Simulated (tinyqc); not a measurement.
Field-effect mobility of a thin-film transistor with band-tail and deep states (multiple trapping): one step, computed by the program tinyqc.

A thick film in accumulation at small drain voltage. Only free electrons move; trapped ones still screen the gate. N_c and mu_0 are held fixed when T changes, leaving out the T^(3/2) growth of N_c. x = E_0 - psi is the distance of the Fermi level below the band edge.

Task: Free and trapped densities. F_j(eta) = int_0^infinity x^j/(1 + exp(x - eta)) dx, without a gamma-function factor. Integrals over x = E/(k_B T) use 160 Gauss-Legendre points in u = sqrt(x) from 0 to sqrt(max(eta, 0) + 32). Free n(x) = N_c (2/sqrt(pi)) F_1/2(-x/k_B T), with F_1/2 from its two-term series in exp(-x/k_B T) for x >= 12 k_B T; tail n_t(x) = int_0^1.2eV g_t exp(-E/E_t)/(1 + exp((x - E)/k_B T)) dE, E counted down from the edge, 120 Gauss-Legendre points; space charge rho(psi) = n + n_t less its value at psi = 0.

Inputs (values chosen for the exercise, modelled on amorphous silicon):

| quantity | value | unit |
|---|---|---|
| effective density of states N_c | 2e+20 | 1/cm^3 |
| tail density at the edge g_t | 1.3e+21 | 1/(eV cm^3) |
| tail width E_t | 43 | meV |
| temperature T | 300 | K |

Deep states: none.

Constants: k_B = 8.617333262e-05 eV/K.

Give: Local densities at x = 0.4, 0.3, 0.2, 0.15, 0.1, 0.05, 0 and -0.05 eV.

Result:

Local densities at x = 0.4, 0.3, 0.2, 0.15, 0.1, 0.05, 0 and -0.05 eV:

| x (eV) | n (1/cm^3) | n_t (1/cm^3) | n/(n + n_t) |
|---|---|---|---|
| 0.40 | 3.814e+13 | 1.012e+16 | 0.0038 |
| 0.30 | 1.825e+15 | 1.030e+17 | 0.0174 |
| 0.20 | 8.732e+16 | 1.025e+18 | 0.0785 |
| 0.15 | 6.035e+17 | 3.141e+18 | 0.1612 |
| 0.10 | 4.149e+18 | 9.112e+18 | 0.3129 |
| 0.05 | 2.754e+19 | 2.303e+19 | 0.5446 |
| 0.00 | 1.530e+20 | 4.254e+19 | 0.7825 |
| -0.05 | 5.456e+20 | 5.311e+19 | 0.9113 |

E_t/k_B T = 1.66: deep in the tail n_t follows exp(-x/E_t), more slowly than n, so the free share grows as the Fermi level rises.
